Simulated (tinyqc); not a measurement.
On-chip interconnect, size-dependent resistivity and RC delay: one step of the calculation.

A rectangular line between two neighbours and two ground planes. Surface and grain-boundary scattering are added to the bulk resistivity as corrections; capacitances are parallel-plate values without fringing; inductance is ignored.

Task. Node voltages after a time step. A 1 V step is applied behind Rd at t = 0. C dv/dt = -G v + b, with G the conductance matrix of the ladder (1/Rs between neighbours, 1/Rd added at node 0) and b = (1 V/Rd, 0, ...). Backward Euler step: (C/dt + G) v(new) = (C/dt) v + b.

Values chosen for this exercise:
```
symbol  value  unit            meaning
Rd      11000   ohm  driver resistance
dt         84    ps          time step
```

Rs = 6348.5345 ohm

```
node      C (fF)  v at t = 1 dt (V)
0     0.79757745         0.62418705
1      1.5951549         0.44491601
2      1.5951549         0.31928328
3      1.5951549         0.23214279
4      1.5951549         0.17298904
5      1.5951549         0.13469056
6      1.5951549         0.11263014
7      1.0775775         0.10414821
```

Wanted: v at t = 2 dt.

Result.

v at t = 2 dt, node 0 to 7 (V): [0.7530, 0.6182, 0.5043, 0.4127, 0.3429, 0.2936, 0.2634, 0.2514]

Range of the model: The metal width is under the mean free path, where the thick-limit surface term and the simple sum of corrections lose accuracy.

Program tinyqc, `OMP_NUM_THREADS=1 python tinyqc.py 2100137 2100138 out.jsonl`; Intel Xeon 2.30GHz, shared host, one thread, about 0.01 s.
